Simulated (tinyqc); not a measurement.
Worked calculation: Gupta-type many-body potential for a metal. Computed by tinyqc, a small Python program that keeps every step. Command: `OMP_NUM_THREADS=1 python tinyqc.py 3009563 3009564 out.jsonl gupta walk`. One thread of a shared host (Intel(R) Xeon(R) Processor @ 2.30GHz), about 0.02 s of CPU time with the checks. Intermediate numbers are printed to about 5 digits and carried at full precision; extremes and crossings named in words are read from the listed rows.

E_i = sum_j A exp(-p (r_ij/r0 - 1)) - xi rho_i^gamma, with rho_i = sum_j exp(-2 q (r_ij/r0 - 1)); gamma = 1/2 is the tight-binding second-moment form. The crystal is fcc unless stated; d is the neighbour distance and a fixed number of shells is kept.

Inputs (values chosen for the exercise, for a model metal):
```
quantity,value,unit
repulsion A,0.177,eV
hopping xi,1.11,eV
decay p,10.8,-
decay q,3.69,-
reference distance r0,2.749,angstrom
shells kept,3,-
embedding exponent gamma,0.6,-
```

Surface: (100).

Constants: 1 eV/angstrom^3 = 160.2176634 GPa; 1 eV/angstrom^2 = 16.02176634 J/m^2.

## Equilibrium of the fcc crystal

fcc shells: d sqrt(k), k = 1..5, with 12, 6, 24, 12, 24 atoms; Omega = d^3/sqrt2. Equilibrium: dE/dd = 0; B = d^2 E''(d)/(9 Omega).

neighbour distance d = 2.7595 angstrom

lattice constant = 3.9025 angstrom

cohesive energy E_c = 2.8888 eV

bulk modulus B = 168.65 GPa

## Shell terms at equilibrium

Repulsion and density of one neighbour in each shell, and their sums.

Shells:
```
shell,count,r (angstrom),repulsion (eV),density
1,12,2.7595,1.6985e-01,0.97223
2,6,3.9025,1.9048e-03,0.04520
3,24,4.7796,6.0727e-05,0.00429
```

repulsive energy = 2.0511 eV

density rho = 12.041

The band term is -xi rho^gamma = -4.9399 eV; with the repulsion it gives -E_c.

## Unrelaxed vacancy

Each neighbour j of the vacancy loses one repulsive term and one density term: E_v = sum_shells count x {-repulsion - xi [(rho - density)^gamma - rho^gamma]}. (The removed atom returns to a bulk-like site, so its own energy cancels.)

vacancy energy E_v = 0.96108 eV

ratio E_v/E_c, E_c = xi rho^gamma less the repulsive energy = 0.33269

A pair potential gives E_v = E_c; here the ratio is 0.33, as the remaining bonds of the neighbours strengthen when one is lost.

## Elastic constants

Second derivatives of E/Omega at equilibrium under homogeneous strain: e_xx = h gives C11; e_xx = -e_yy = h gives 2 (C11 - C12); e_xy = e_yx = h/2 gives C44.

C11 = 203.49 GPa

C12 = 151.23 GPa

C44 = 70.822 GPa

Cauchy pressure C12 - C44 = 80.405 GPa

C12/C44 = 2.14; pair forces would give 1. The excess comes from the curvature of the embedding term.

## The (100) surface

Cut the crystal without relaxation; an atom in layer l keeps the neighbours that lie below the surface plane. Excess = E_i + E_c. Surface energy = sum of excesses over the layers, divided by the area per surface atom: (sqrt3/2) d^2 for (111), d^2 for (100), sqrt2 d^2 for (110).

Layers:
```
layer,nearest neighbours,repulsion (eV),rho,excess (eV)
1,8,1.3691,8.055,0.37660
2,12,2.0490,11.979,0.01322
```

excess per surface atom = 0.38982 eV

surface energy = 0.82019 J/m^2

## Three surfaces against bond counting

Bond counting with pair bonds charges E_c/12 for each missing nearest neighbour: 3, 4 and 6 per surface cell.

Surfaces:
```
face,missing bonds,excess (eV),bond counting (eV),ratio,surface energy (J/m^2)
(111),3,0.29262,0.7222,0.40519,0.71094
(100),4,0.38982,0.9629,0.40483,0.82019
(110),6,0.60731,1.4444,0.42046,0.90354
```

The order of surface energies is (111) < (100) < (110), with (110)/(111) = 1.271 against 1.225 from counting first-neighbour bonds. The excess is 0.40 to 0.42 of the bond-counting value: atoms with fewer neighbours have stronger bonds. Further shells enter the excess but not the count. Caution: relaxation, left out here, lowers surface energies.

## Energy against coordination

Nearest neighbours only, z equal bonds relaxed to their best length: r/r0 = 1 + ln[A p z^(1 - gamma)/(2 q gamma xi)]/(p - 2 q gamma), E = z A exp(-p (r/r0 - 1)) - xi [z exp(-2 q (r/r0 - 1))]^gamma.

Relaxed bonds:
```
z,r (angstrom),E per atom (eV),E/z (eV)
1,2.3416,-1.2624,-1.2624
2,2.4612,-1.5781,-0.7890
3,2.5312,-1.7982,-0.5994
4,2.5808,-1.9727,-0.4932
6,2.6508,-2.2479,-0.3746
8,2.7004,-2.4661,-0.3083
9,2.7208,-2.5614,-0.2846
12,2.7704,-2.8101,-0.2342
```

Bonds lengthen from 2.342 to 2.770 angstrom between z = 1 and 12, and |E| grows as z^0.322, the exponent gamma (p - 2q)/(p - 2 q gamma) = 0.322; pair bonds would give z^1 at a fixed length.

Checks made by the program: sum of the shell terms (relative difference below 1e-10); (C11 + 2 C12)/3 against B (relative difference below 1e-10).
